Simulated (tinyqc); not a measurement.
Avalanche multiplication and breakdown of a junction from ionisation integrals: one step, computed by the program tinyqc.

Ionisation coefficients follow the local field. Position x runs through the depletion layer from the p side (x = 0), where electrons enter, to the n side (x = w), where holes enter. The built-in voltage is neglected.

Problem. On-resistance of the drift layer. R_on = w/(e mu N) with w the width at breakdown; figure of merit V_B^2/R_on; for a triangular field it equals eps eps_0 mu F_m^3/4.

Inputs (values chosen for the exercise, modelled on GaAs): permittivity eps = 12.9; drift-layer mobility mu = 8800 cm^2/(V s); doping N of the lightly doped side = 6.3e+15 1/cm^3.

Junction: one-sided abrupt p+n.

width at breakdown = 4.174457 micrometre

breakdown voltage = 76.99854 V

critical field F_m = 0.3689033 MV/cm

Constants: e = 1.602176634e-19 C; eps_0 = 8.8541878128e-12 F/m.

Give: specific on-resistance; V_B^2/R_on; eps eps_0 mu F_m^3/4.

Solution.

specific on-resistance = 0.04700 milliohm cm^2

V_B^2/R_on = 126.2 MW/cm^2

eps eps_0 mu F_m^3/4 = 126.2 MW/cm^2
